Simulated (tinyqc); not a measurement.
# Worked calculation: lossy interposer transmission line with skin effect

Program tinyqc, `OMP_NUM_THREADS=1 python tinyqc.py 2810190 2810191 out.jsonl`; Intel Xeon 2.30GHz, shared host, one thread, about 0.01 s. Printed values are rounded.

A uniform line in a homogeneous dielectric: c = sqrt(er)/(c0 Z0), l = Z0 sqrt(er)/c0 (c0 = 299792458 m/s), g = w c td, w = 2 pi f. The resistance joins its limits as r = sqrt(r_dc^2 + r_hf^2), with r_dc = rho/(wd th), r_hf = kr rho/(2 delta (wd + th)), delta = sqrt(rho/(pi f mu0)), mu0 = 4 pi 1e-7 H/m; this is an interpolation, and internal inductance, up to 0.05 nH/mm at low frequency, is neglected.

Parameters, values chosen for the exercise:
- wd = 3.4 um (width of the strip)
- th = 0.69 um (thickness of the strip)
- rho = 2.2 uohm cm (resistivity)
- er = 3.5 (relative permittivity)
- td = 0 (loss tangent)
- Z0 = 50 ohm (lossless impedance sqrt(l/c))
- kr = 2 (factor for crowding and the return path)
- len = 6.4 mm (length)
- Rg = 25 ohm (source resistance)
- RL = 1e5 ohm (load resistance)
- CL = 20 fF (load capacitance)
- f = 3.4 GHz (frequency)

## Line constants

delta, r_dc, r_hf, r, l, c and g as defined.

delta = 1.28024 um
r_dc = 9.37766 ohm/mm
r_hf = 4.20153 ohm/mm
r = 10.2759 ohm/mm
l = 0.312021 nH/mm
c = 124.808 pF/m
g = 0 S/m

r is 1.10 times r_dc; the skin depth is 1.86 of the thickness.

## Propagation constant and impedance

gamma = sqrt((r + i w l)(g + i w c)) = alpha + i beta, Zc = sqrt((r + i w l)/(g + i w c)), roots with positive real part; loss 8.685889638 alpha in dB; phase velocity w/beta.

gamma len = 0.55213+1.01627i
Zc = 59.5561-32.3564i ohm
loss = 0.749335 dB/mm
phase velocity over c0 = 0.448755
r/(w l) = 1.54162

r exceeds w l, so the line behaves mainly as an RC line at this frequency.

## Reflection, input impedance and transfer

ZL = 1/(1/RL + i w CL); reflection (ZL - Zc)/(ZL + Zc); Zin = Zc (ZL + Zc tanh(gamma len))/(Zc + ZL tanh(gamma len)); H = V_load/V_source = [Zin/(Zin + Rg)]/[cosh(gamma len) + (Zc/ZL) sinh(gamma len)].

ZL = 54.75-2339.23i ohm
reflection at the load = 0.970361-0.048796i
Zin = 24.8103-43.9957i ohm
H = 0.480724-0.844125i
|H| = -0.251928 dB
